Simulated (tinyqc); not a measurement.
Inputs raised by 5 %, one at a time: ion-assisted plasma etching: sheath, surface coverage, synergy and aspect-ratio dependence. Computed by tinyqc, a small Python program. Command: `OMP_NUM_THREADS=1 python tinyqc.py 3014647 3014648 out.jsonl etch sens`. One thread of a shared host (Intel(R) Xeon(R) Processor @ 2.30GHz), about 0.01 s of CPU time with the checks.

Radicals adsorb on bare sites; ions remove covered sites with a high yield and bare sites by sputtering; a slow spontaneous reaction acts everywhere, walls included.

Inputs (values chosen for the exercise, close to those used for silicon dioxide in a fluorocarbon plasma): plasma density n_e = 2.4e+11 1/cm^3; electron temperature T_e = 2.2 eV; ion mass M_i = 69 u; sheath voltage V = 110 V; radical density n = 3.5e+13 1/cm^3; radical mass M_n = 19 u; gas temperature T_g = 600 K; sticking coefficient s = 0.49; radicals per removed unit x = 3; yield slope b = 0.39 eV^(-1/2); threshold E_th = 14 eV; sputter slope b_p = 0.011 eV^(-1/2); sputter threshold E_p = 38 eV; spontaneous reaction probability k_c = 1.3e-05; solid density N = 2.2e+22 1/cm^3; ion temperature T_i = 0.39 eV.

Feature: round hole.

Constants: e = 1.602176634e-19 C; u = 1.6605390666e-27 kg; k_B = 1.380649e-23 J/K; eps_0 = 8.8541878128e-12 F/m.

Method:
- Bohm speed u_B = sqrt(e T_e/M_i); ion flux G_i = 0.61 n_e u_B; radical flux G_n = n c/4 with c = sqrt(8 k_B T_g/(pi M_n)).
- Debye length lambda_D = sqrt(eps_0 T_e/(e n_s)) with n_s = 0.61 n_e, T_e in volts; Child-law sheath d = (sqrt2/3) lambda_D (2 V/T_e)^(3/4); ion energy E = V + T_e/2; angular spread = arctan(sqrt(T_i/E)).
- Yields: Y = b (sqrt(E) - sqrt(E_th)) on covered sites, Y_p = b_p (sqrt(E) - sqrt(E_p)) on bare ones (zero below threshold).
- Steady coverage: s G_n (1 - theta) = x Y G_i theta; removal flux = Y G_i theta + Y_p G_i (1 - theta) + k_c G_n; rate = flux/N, 1 cm/s = 6e8 nm/min.
- Lateral rate = k_c G_n/N; anisotropy = 1 - lateral/vertical; synergy = vertical/(ions alone + radicals alone), with ions alone Y_p G_i/N and radicals alone the lateral rate.

Runs:
```
input moved                              from         to  vertical rate (nm/min)  coverage theta  sheath thickness (um)  synergy
base run                                    -          -                  1186.0         0.63187                 429.59   34.918
plasma density n_e (1/cm^3)           2.4e+11   2.52e+11                  1223.4         0.62044                 419.24   34.317
electron temperature T_e (eV)             2.2       2.31                  1204.9         0.62608                 424.38   34.607
radical density n (1/cm^3)            3.5e+13  3.675e+13                  1206.5         0.64314                 429.59   35.511
yield slope b (eV^(-1/2))                0.39     0.4095                  1222.7         0.62044                 429.59   36.002
spontaneous reaction probability k_c  1.3e-05  1.365e-05                  1186.0         0.63187                 429.59   34.906
gas temperature T_g (K)                   600        630                  1196.3         0.63752                 429.59   35.216
ion mass M_i (u)                           69      72.45                  1167.4         0.63752                 429.59   35.216
```

Exponents ln(y'/y) / ln(x'/x):
```
input                                 vertical rate  coverage theta  sheath thickness  synergy
plasma density n_e                            0.637          -0.374             -0.50   -0.356
electron temperature T_e                      0.325          -0.188             -0.25   -0.184
radical density n                             0.352           0.362              0.00    0.345
yield slope b                                 0.626          -0.374              0.00    0.626
spontaneous reaction probability k_c          0.000           0.000              0.00   -0.007
gas temperature T_g                           0.178           0.183              0.00    0.174
ion mass M_i                                 -0.322           0.183              0.00    0.174
```

Which inputs matter most for each result?

Among the inputs moved here: vertical rate answers most in size to plasma density n_e (exponent +0.637), and about equally to yield slope b (+0.626); its exponent is below 0.0005 for spontaneous reaction probability k_c. Coverage theta answers most in size to plasma density n_e (exponent -0.374), and about equally to yield slope b (-0.374); its exponent is below 0.0005 for spontaneous reaction probability k_c. Sheath thickness answers most in size to plasma density n_e (exponent -0.500), next to electron temperature T_e (-0.250); its exponent is below 0.0005 for radical density n, yield slope b, spontaneous reaction probability k_c, gas temperature T_g, ion mass M_i. Its exponent -0.500 in plasma density n_e: the sheath scales with the Debye length. Its exponent -0.250 in electron temperature T_e: lambda_D grows as T_e^(1/2) and the voltage factor falls as T_e^(-3/4). Synergy answers most in size to yield slope b (exponent +0.626), next to plasma density n_e (-0.356).
